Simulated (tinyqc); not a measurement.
Switching kinetics of a ferroelectric film and the memory window of a ferroelectric gate stack: one step, computed by the program tinyqc.

Fields in MV/cm; 1 microcoulomb/cm^2 over eps_0 is 11.29409 MV/cm. In the stack (metal, ferroelectric, interlayer, channel) the channel is taken as a conductor.

Task: Switched share after the pulse. Merz's law: t1 = t_inf exp[(E_a/E)^alpha] at the mean of the fields before and after switching. NLS: switched share = integral of [1 - exp(-(t/tau)^n)] F(z) dz over z = log10 tau, with the Lorentzian F = (1/pi) w/[(z - log10 t1)^2 + w^2].

Inputs (values chosen for the exercise, for a model film):
```
quantity                             value   unit
time constant t_inf                4.8e-10      s
activation field E_a                   3.5  MV/cm
Merz exponent alpha                      1      -
dimension n                              2      -
half width w of log10 t               0.75      -
pulse length t_p                   2.7e-05      s
breakdown field of the interlayer       12  MV/cm
```

Kinetics: nucleation-limited (NLS).

E_F before switching = 3.151534 MV/cm

E_F after switching = 1.159099 MV/cm

Give: mean field; switching time t1; switched share.

Result:

mean field = 2.155 MV/cm

switching time t1 = 2.435e-09 s

switched share = 0.9431

t_p is 11000 t1. A field higher by 10 % would shorten t1 by a factor 1.2. The step approximation 1/2 + arctan[log10(t_p/t1)/w]/pi gives 0.942. Caution: the interlayer field exceeds its breakdown field, so charge injection would change the fields. Caution: the field changes much during switching, so one mean field is a crude stand-in.
